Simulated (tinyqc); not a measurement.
Worked calculation: band offset of a heterojunction with an interface dipole (two-band chains, self-consistent charge). Values are carried at full precision from step to step, so a last printed digit may differ when a step is redone from the rounded ones.

Sites alternate A, C. Left: A at -G1/2, C at +G1/2, hopping -t1; right: A at D - G2/2, C at D + G2/2, hopping -t2; the bonds across the two interfaces of a ring (C left to A right, C right to A left) have -sqrt(t1 t2). D is the offset of the mid-gaps, so Ev(right) - Ev(left) = D - (G2 - G1)/2 and Ec(right) - Ec(left) = D + (G2 - G1)/2. The closing bond has its sign reversed (antiperiodic ring). Half the levels are filled with two electrons each. The charge moved is q = (electrons on the left) less one a site; the mean over the two interfaces, q/2, is taken as the charge that crosses each, and its dipole opposes the offset: D = D0 - u q/2.

Parameters, chosen for this exercise (gaps near those of Si and GaP; the chains and D0 are free models, so the offsets are not those of the real pair; the results hold for these values, not for the real material):

| symbol | value | unit | meaning |
|---|---|---|---|
| G1 | 1.1 | eV | gap on the left |
| G2 | 2.34 | eV | gap on the right |
| t1 | 2.58 | eV | hopping on the left |
| t2 | 2.38 | eV | hopping on the right |
| D0 | -0.38 | eV | mid-gap of the right side above that of the left, without dipole |
| n | 2 |  | cells a side in the small ring |
| u | 5.6 | eV | potential step per electron moved across |

## The small ring at D = D0

Fill in H.

H (eV), lower triangle:
```
         AL1      CL1      AL2      CL2      AR1      CR1      AR2     CR2
AL1  -0.5500
CL1  -2.5800   0.5500
AL2        0  -2.5800  -0.5500
CL2        0        0  -2.5800   0.5500
AR1        0        0        0  -2.4780  -1.5500
CR1        0        0        0        0  -2.3800   0.7900
AR2        0        0        0        0        0  -2.3800  -1.5500
CR2   2.4780        0        0        0        0        0  -2.3800  0.7900
```

## Levels and site charges

Diagonalise, fill the lower half with two electrons each, and sum the electrons on the left (L) less one a site.

levels (eV): -4.9731  -4.7691  -2.5408  -2.0180  1.7410  2.0484  4.2792  4.7124

electrons on the sites: AL1 1.2193, CL1 0.7561, AL2 1.2108, CL2 0.7280, AR1 1.3753, CR1 0.6455, AR2 1.3846, CR2 0.6803

q = -0.0857 electrons

Electrons move to the right, the side whose mid-gap lies lower.

## Linear response

From here on the ring has 24 cells a side.

chi = (q(+h) - q(-h))/(2h) at D = 0 with h = 0.01 eV; S = 1/(1 + u chi/2); linear estimate D = S D0.

chi = 0.31382 1/eV
S = 0.5323
linear estimate of D = -0.2023 eV

The self-consistent value is -0.2020 eV, +0.3 meV from the estimate. At D = 0 no net charge crosses: the mid-gaps are the neutrality levels of these symmetric chains.

## The line-up

D = -0.2020 eV

Ev(right) - Ev(left) = D - (G2 - G1)/2 and Ec(right) - Ec(left) = D + (G2 - G1)/2, for D0, for the self-consistent D and for D = 0. Type I: the offsets have opposite signs; type III: one valence edge lies above the other conduction edge; else type II.

Offsets (eV):

| case | D | valence | conduction | type |
|---|---|---|---|---|
| no dipole | -0.380 | -1.000 | 0.240 | type I (straddling) |
| self-consistent | -0.202 | -0.822 | 0.418 | type I (straddling) |
| neutrality levels aligned | 0.000 | -0.620 | 0.620 | type I (straddling) |

The dipole shifts both offsets alike and leaves the type.

## Checks

- q at D = 0 against zero, as particle-hole symmetry demands: both 0.000000.
- q at the self-consistent D on 24 against 48 cells a side: both -0.0636.

tinyqc: `OMP_NUM_THREADS=1 python tinyqc.py 1452870 1452871 out.jsonl`; about 0.6 s, one thread, shared Intel(R) Xeon(R) Processor @ 2.30GHz.
